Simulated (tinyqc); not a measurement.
Inside a calculation. Method: tight binding, dimerised chain. One step of it, computed by the program tinyqc.

Task: Levels at X. Diagonalise the Hermitian matrix.

H(k) at X (eV), order A, B:
```
[[0.000000, 1.310000],
 [1.310000, 0.000000]]
```

Give: eigenvalues; weights |c|^2 of the basis functions.

Result:

eigenvalues (eV): [-1.3100, 1.3100]

weights |c|^2 of the basis functions, order A, B:
```
[[0.5000, 0.5000],
 [0.5000, 0.5000]]
```
